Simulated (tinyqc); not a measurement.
Gas flow in a process chamber: flow regimes, conductance, effective pumping speed, pump-down, outgassing and purge. Changing the process gas flow. Computed by tinyqc, a small Python program. Command: `OMP_NUM_THREADS=1 python tinyqc.py 3121072 3121073 out.jsonl pump sweep`. One thread of a shared host (Intel(R) Xeon(R) Processor @ 2.30GHz), about 0.01 s of CPU time with the checks.

Ideal gas, isothermal flow, a pump of constant speed at the end of a round pipe; process gas, volume gas and outgassing are given the same properties. 1 sccm = 101325 Pa x 1e-6 m^3/60 s x T/273.15 K.

Inputs (values chosen for the exercise, modelled on nitrogen near room temperature):
```
quantity,value,unit
molar mass M,28.01,g/mol
molecular diameter,0.37,nm
viscosity eta,17.8,micropascal s
temperature T,350,K
chamber volume V,24,L
pipe diameter d,4,cm
pipe length l,13,cm
pump speed S,15,L/s
```

Constants: k_B = 1.380649e-23 J/K; u = 1.6605390666e-27 kg.

Method:
- Mean speed c = sqrt(8 k_B T/(pi m)); aperture conductance C_a = c pi d^2/16; molecular pipe C_m = C_a/(1 + 3 l/(4 d)) (Dushman form); viscous pipe C_v = pi d^4 p_mean/(128 eta l); Knudsen interpolation C = C_v + C_m (1 + x)/(1 + 1.24 x), x = d p_mean sqrt(m/(k_B T))/eta.
- Effective speed 1/S_eff = 1/S + 1/C_m; time constant V/S_eff; pressure at which the free path k_B T/(sqrt2 pi d_m^2 p) equals d.
- Steady flow: the pump inlet is at p_2 = Q/S, and the chamber pressure p_1 solves Q = C((p_1 + p_2)/2) (p_1 - p_2). Residence time = p_1 V/Q.
- Knudsen number = free path at the mean pressure over d.

One run for each value:
```
process gas flow (sccm),chamber pressure p_1 (Pa),conductance C (L/s),Knudsen number,residence time (s)
0.1,1.9098e-02,4.6312e+01,1.1849e+01,2.1182
0.3,5.7509e-02,4.5615e+01,3.9414e+00,2.1261
1,1.9112e-01,4.6177e+01,1.1845e+00,2.1197
3,5.5515e-01,5.3048e+01,4.0210e-01,2.0524
10,1.7087e+00,8.1315e+01,1.2606e-01,1.8951
30,4.7307e+00,1.6112e+02,4.3853e-02,1.7490
100,1.4922e+01,4.3642e+02,1.3536e-02,1.6550
300,4.3809e+01,1.2203e+03,4.5614e-03,1.6197
1000,1.4480e+02,3.9624e+03,1.3742e-03,1.6061
3000,4.3333e+02,1.1796e+04,4.5865e-04,1.6020
10000,1.4431e+03,3.9216e+04,1.3766e-04,1.6006
```

Over the rows, chamber pressure p_1 (Pa) rises from 0.0191 to 1440 (exponent d ln y / d ln x about 0.98 throughout); conductance C (L/s) goes from 46.3 through a minimum among these rows, 45.6 at 0.300, to 39200; Knudsen number falls from 11.8 to 1.38e-4 (exponent d ln y / d ln x about -0.99 throughout). At the low end the exponent of chamber pressure p_1 is 1.00, close to 1: constant speed and conductance.

Extremes, crossings and ranges named in words are read from the listed rows.
